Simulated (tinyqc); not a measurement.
Length of a polyene: Hueckel, PPP and singles CI along the polyenes. Computed by the program tinyqc. Hueckel uses the same beta without repulsion; CIS keeps all single excitations and so misses the low, doubly excited 2Ag state. W is the valence ionisation energy of a centre, MN the Mataga-Nishimoto formula, f the oscillator strength.

All-trans chains of carbon centres 1.40 angstrom apart:
```
parameter,value
"beta (eV), times 1 +/- alternation",-2.630000
alternation,0.100000
W (eV),11.160000
gamma_rr (eV),9.880000
repulsion formula,Ohno
```

Gaps and excitations (eV):
```
centres,Hueckel gap,PPP orbital gap,bright singlet (CIS),f,lowest triplet (CIS)
2,5.7860,12.9113,7.1633,0.6142,4.4087
4,3.8844,10.2982,5.6233,1.1262,3.2367
6,3.0152,8.9962,4.7562,1.5694,2.6808
8,2.5246,8.2327,4.2124,1.9686,2.3847
10,2.2121,7.7410,3.8461,2.3357,2.2106
12,1.9970,7.4041,3.5872,2.6812,2.1007
```

What does the comparison show, and why?

The Hueckel gap tends to 4 x alternation x |beta| = 1.05 eV for long chains. Exchange opens the PPP orbital gap, and the attraction of electron and hole brings the bright state 3.82 eV below it at 12 centres; the triplet lies 1.49 eV lower still.
